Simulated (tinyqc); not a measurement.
Inside a calculation: inter-valley coupling by envelope functions against a chain of atomic planes. Values are carried at full precision from step to step, so a last printed digit may differ when a step is redone from the rounded ones.

Chain: E(phi) = e0 + 2 v cos(phi) + 2 u cos(2 phi), cos(phi0) = -v/(4u), e0 = 2u + v^2/(4u); plane j = 0, 1, ... has the potential V_j = dE x_j + F (j - 30) a/4 (1 MV/m = 1e-4 V/angstrom). There are 30 barrier planes a side; with y = j - 29.5, x_j = xb (f(y) + f(Nw - y)), f(y) = 1/(1 + exp(y/L)), plus any Ge added in the well. The valley splitting is the spacing of the two lowest levels. Envelope theory: F_j solves a one-valley chain with hopping -b and diagonal 2b + V_j, b = 4u sin^2(phi0), sum F_j^2 = 1; the valleys couple by Dv = sum_j F_j^2 V_j exp(-2 i phi0 j) and split by 2|Dv|.

Constants: hbar^2/2m0 = 3.80998211 eV angstrom^2.

Values chosen for the exercise (near those of the Delta valleys of silicon in a SiGe well; the results hold for these values, not for the real material):
- a = 5.431 angstrom (lattice constant; planes lie a/4 apart)
- u = 0.609 eV (second-neighbour hopping)
- v = 0.626 eV (nearest hopping)
- Nw = 51 (planes in the well)
- L = 1.25 planes (interface width)
- xb = 0.33 (Ge fraction of the barriers)
- dE = 0.58 eV (offset per unit Ge fraction)
- F = 5 MV/m (field)
- js = 49 (plane j of a Ge spike (the well starts at j = 30))
- xs = 0.11 (Ge fraction added on that plane)

## Valley phase, mass and the wavelengths that couple the valleys

phi0; b = 4u sin^2(phi0); mass m/m0 = c/(b (a/4)^2), c = hbar^2/2m0. A potential couples the valleys if its phase advances by 2 phi0 a plane, or, since only whole planes count, by 2 pi - 2 phi0: periods pi/phi0 and pi/(pi - phi0) planes.

phi0 = 1.83069 rad
b = 2.27513 eV
mass = 0.9084 m0

periods (planes): pi/phi0 1.7161, pi/(pi - phi0) 2.3965

longer period = 3.2539 angstrom

## The smooth well

Lowest doublet of the chain and the envelope result.

level (meV): chain 22.078, envelope 22.106

splitting (micro-eV): chain 0.456, envelope 0.449

planes covered, 1/sum F^4 = 33.71
largest F_j^2 = 0.04094

The levels agree within 0.03 meV. A graded interface has little Fourier weight at 2 phi0, so the splitting is a small remainder of cancelling terms; the envelope value is 0.98 times that of the chain.

## One plane of added Ge, to first order

F_j^2 of the smooth well on that plane = 0.03976

F_j is the envelope on plane j (sum F_j^2 = 1) and Dv the coupling of the two valleys, which split by 2|Dv|. A single plane has Fourier weight at all wavelengths: it adds dE xs F_j^2 to |Dv|, so the splitting is about 2 dE xs F_j^2 if this term rules, and the mean of the doublet rises by dE xs F_j^2.

splitting = 5074 micro-eV
rise of the mean level = 2.537 meV

The chain with the spike gives 4396 micro-eV and a rise of 2.198 meV; the envelope solved with the spike gives 4366. First order is +15 % off: the state draws back from the spike, which the envelope solved anew includes.

## Checks

- Splitting with a weak spike (0.02) on plane j = 47 from the envelope against the chain (micro-eV): 920 against 924.

tinyqc: `OMP_NUM_THREADS=1 python tinyqc.py 1481226 1481227 out.jsonl`; about 0.05 s, one thread, shared Intel(R) Xeon(R) Processor @ 2.30GHz.
